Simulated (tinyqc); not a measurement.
Inside a calculation. Model: FinFET, parasitic resistance, capacitance and delay.

Numbers from tinyqc (`OMP_NUM_THREADS=1 python tinyqc.py 2170061 2170062 out.jsonl`; about 0.03 s on one thread of a shared Intel Xeon 2.30GHz). Printed values are rounded.

Nf fins under one contact; each has gated perimeter p = 2 Hf + Wf and cross-section A = Hf Wf; contact width Wc = Nf pf, stack height Hs = Hf. Contact length Lc = CPP - Lg - 2 Lsp, shared by two neighbouring gates. Source and drain sides are equal. The formulas are first-order estimates, not field solutions.

Inputs (values chosen for the exercise); values close to those of silicon logic devices:

| symbol | value | unit | meaning |
|---|---|---|---|
| T | 300 | K | temperature |
| Nf | 4 |  | number of fins |
| Hf | 35 | nm | fin height |
| Wf | 8 | nm | fin width |
| pf | 27 | nm | fin pitch |
| CPP | 70 | nm | contacted gate pitch |
| Lg | 18 | nm | gate length |
| Lsp | 5 | nm | spacer length |
| ks | 4.5 |  | relative permittivity of the spacer |
| Hc | 15 | nm | gate height above the channel stack |
| rc | 2.2e-9 | ohm cm^2 | contact resistivity |
| re | 0.00077 | ohm cm | resistivity of the source-drain epitaxy |
| te | 30 | nm | current-carrying depth of the epitaxy |
| rx | 0.0015 | ohm cm | resistivity of the extension |
| Lov | 2 | nm | gate overlap |
| Cinv | 2.2 | uF/cm^2 | inversion capacitance |
| vx | 1.3e7 | cm/s | injection velocity |
| mu | 140 | cm^2/(V s) | apparent mobility |
| VT | 0.22 | V | threshold at zero drain voltage |
| dl | 0.078 | V/V | barrier lowering |
| n | 1.14 |  | subthreshold factor |
| Cw | 0.35 | fF | wire load |
| Vdd | 0.8 | V | supply voltage |

Constants: q = 1.602176634e-19 C, kB = 1.380649e-23 J/K, eps0 = 8.8541878128e-12 F/m, Vt = kB T/q. Results are converted to the units shown.

## Geometry and resistances

Epitaxy sheet resistance Rsh = re/te, transfer length LT = sqrt(rc/Rsh), contact Rc = [sqrt(rc Rsh)/Wc] coth(Lc/(2 LT)); extension of one fin Rx = rx Lsp/A. Effective width N p; for equal currents one side has Rc + Rx/N.

Lc = 42 nm
effective width = 312 nm
Rsh = 256.667 ohm
LT = 29.2770 nm
Rc = 113.094 ohm
Rx = 267.857 ohm
one side times effective width = 56.1780 ohm um

Lc/2 is 0.72 transfer lengths, and Rc is 17 % above the area limit rc/(Wc Lc/2). The contact makes up 62.8 % of one side.

## Capacitances

With N fins: gate Cg = Cinv p N Lg; per side, plate Cp = ks eps0 [Wc (Hs + Hc) - N A]/Lsp, top fringe Cf = (2/pi) ks eps0 Wc ln(1 + Lg/(2 Lsp)), overlap Co = Cinv p N Lov. Cs = Cp + Cf + Co. An inverter of two such devices driving an equal one has the load CL = 2 (Cg + 2 Cs) + 4 Cs + Cw (its own drains counted twice for the Miller effect).

Cg = 123.552 aF
Cp = 34.1063 aF
Cf = 2.82060 aF
Co = 13.7280 aF
CL = 1002.34 aF

The channel capacitance gives 24.7 % of CL, the parasitic parts 40.4 % and the wire 34.9 %.

## Iteration 1: fin currents at Vgs = Vdd, Vds = Vdd/2

I at the start (uA): fin 1 0, fin 2 0, fin 3 0, fin 4 0

One fin: I = p Q vx u/(1 + |u|^1.8)^(1/1.8), Q = Cinv n Vt ln(1 + exp((Vg' - VT + dl Vd')/(n Vt))), u = Vd' mu/(vx Lg), Vg' = Vgs - v, Vd' = Vds - 2 v, with the drop on each side v = Rc (sum of I) + Rx I. I(new) = I(out).

drop v (mV): fin 1 0, fin 2 0, fin 3 0, fin 4 0
I(out) (uA): fin 1 122.764, fin 2 122.764, fin 3 122.764, fin 4 122.764
I after iteration 1 (uA): fin 1 122.764, fin 2 122.764, fin 3 122.764, fin 4 122.764

## Iteration 2: fin currents at Vgs = Vdd, Vds = Vdd/2

As before.

drop v (mV): fin 1 88.4186, fin 2 88.4186, fin 3 88.4186, fin 4 88.4186
I(out) (uA): fin 1 87.6239, fin 2 87.6239, fin 3 87.6239, fin 4 87.6239
I after iteration 2 (uA): fin 1 87.6239, fin 2 87.6239, fin 3 87.6239, fin 4 87.6239

## Course of the iteration: fin currents at Vgs = Vdd, Vds = Vdd/2

Stop when the largest change of I is below 1e-6 uA, or after 80 iterations.

Course of the iteration:
```
iteration  total I (uA)  largest |change| of one entry (uA)
1               491.057                                 123
2               350.496                                35.1
3               396.613                                11.5
4               382.217                                3.60
5               386.780                                1.14
6               385.341                               0.360
7               385.795                               0.114
8               385.652                              0.0359
9               385.697                              0.0113
10              385.683                             3.58e-3
11              385.687                             1.13e-3
12              385.686                             3.57e-4
13              385.686                             1.13e-4
14              385.686                             3.56e-5
15              385.686                             1.12e-5
16              385.686                             3.55e-6
17              385.686                             1.12e-6
18              385.686                             3.54e-7
```

Converged in 18 iterations. At the end each change is about 0.32 times the one before: linear convergence.

## Effective current, delay and energy

IH = I(Vdd, Vdd/2) = 385.686 uA
IL = I(Vdd/2, Vdd), solved likewise = 176.782 uA

Ieff = (IH + IL)/2, delay CL Vdd/(2 Ieff), energy CL Vdd^2, with CL the load of an inverter that drives an equal one.

Ieff = 281.234 uA
delay = 1.42563 ps
energy = 641.500 aJ

Without any series resistance Ieff would be 350 uA, so the resistances cost 19.7 %.
